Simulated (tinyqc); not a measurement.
Luttinger-Kohn k.p, four valence bands, step by step. One step of it, computed by the program tinyqc.

Task: Bloch Hamiltonian at k. P = c g1 k^2, Q = c g2 (kx^2 + ky^2 - 2 kz^2), R = c sqrt3 [-g2 (kx^2 - ky^2) + 2i g3 kx ky], S = 2 c sqrt3 g3 (kx - i ky) kz, c = hbar^2/2m = 3.809982 eV angstrom^2; rows [P+Q, -S, R, 0], [-S*, P-Q, 0, R], [R*, 0, P-Q, S], [0, R*, S*, P+Q]. The path ends lie at |k| = 0.07 1/angstrom.

Luttinger parameters chosen for this model; energies are counted downward from the top of the valence band:

| parameter | value | unit |
|---|---|---|
| g1 | 9.270000 |  |
| g2 | 1.390000 |  |
| g3 | 3.180000 |  |

k point k (1/angstrom): -0.020000  -0.024000  -0.016000

Give: H(k) at k.

Result:

H(k) at k (eV):
```
                  3/2              1/2            -1/2            -3/2
3/2            0.0460  -0.0134+0.0161i  0.0016+0.0201i          0.0000
1/2   -0.0134-0.0161i           0.0411          0.0000  0.0016+0.0201i
-1/2   0.0016-0.0201i           0.0000          0.0411  0.0134-0.0161i
-3/2           0.0000   0.0016-0.0201i  0.0134+0.0161i          0.0460
```
